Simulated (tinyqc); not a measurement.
Inside a calculation. Method: extended Hueckel theory, for H4. Computed by tinyqc, a small Python program that keeps every step (integrals from PySCF). Settings: charge = 0, K = 2.0, weighted = 1, multiplicity = 1. Command: `OMP_NUM_THREADS=1 python tinyqc.py 27597 27598 out.jsonl` (the two numbers bound the seeds that draw the settings). One thread of a shared host (Intel(R) Xeon(R) Processor @ 2.60GHz), about 0.01 s of CPU time with the checks.

## Overlaps

Geometry (angstrom):
```
atom         x         y         z
H     0.000000  0.000000  0.000000
H     0.000000  0.000000  0.934000
H     0.000000  0.000000  2.213000
H     0.000000  0.000000  3.147000
```

Parameters chosen for this run:
```
element  shell  Slater exponent   H_ii (eV)
H           1s         1.300000  -13.600000
```

Slater orbitals, each expanded in six Gaussians scaled to its exponent.

overlap S, lower triangle:
```
          1H 1s     2H 1s     3H 1s     4H 1s
1H 1s  1.000000
2H 1s  0.509040  1.000000
3H 1s  0.070917  0.321054  1.000000
4H 1s  0.012546  0.070917  0.509040  1.000000
```

## Wolfsberg-Helmholz matrix

diagonal H_ii (eV): 1H 1s -13.600000, 2H 1s -13.600000, 3H 1s -13.600000, 4H 1s -13.600000

K = 2.000000

H_ij = K' S_ij (H_ii + H_jj)/2 for i != j (the diagonal keeps H_ii), with K' = K + D^2 + D^4 (1 - K), D = (H_ii - H_jj)/(H_ii + H_jj), K = 2.

H (eV), lower triangle:
```
            1H 1s       2H 1s       3H 1s       4H 1s
1H 1s  -13.600000
2H 1s  -13.845899  -13.600000
3H 1s   -1.928953   -8.732675  -13.600000
4H 1s   -0.341253   -1.928953  -13.845899  -13.600000
```

## Orbitals

valence electrons = 4

Solve H C = S C e through S^(-1/2); fill by pairs from the bottom, a degenerate level sharing its electrons equally; each orbital has its largest coefficient positive (the first on a tie).

orbital energies (eV): -19.502996  -16.719795  -3.200523  9.684847

occupations: 2.000000  2.000000  0.000000  0.000000

coefficients:
```
            MO1        MO2        MO3        MO4
1H 1s  0.324224   0.506586   0.744690  -0.672947
2H 1s  0.421731   0.358709  -0.572512   0.950370
3H 1s  0.421731  -0.358709  -0.572512  -0.950370
4H 1s  0.324224  -0.506586   0.744690   0.672947
```

sum of one-electron energies = -72.445583 eV

## Mulliken analysis

P = C n C^T; charge = valence electrons (H 1) minus the sum of (P S)_ii on the atom; overlap population = 2 sum P_ij S_ij between two atoms.

charges: 1H -0.037529, 2H 0.037529, 3H 0.037529, 4H -0.037529

Overlap populations:
```
pair      value
2-1    0.648420
3-1   -0.012760
3-2    0.063164
4-1   -0.007603
4-2   -0.012760
4-3    0.648420
```
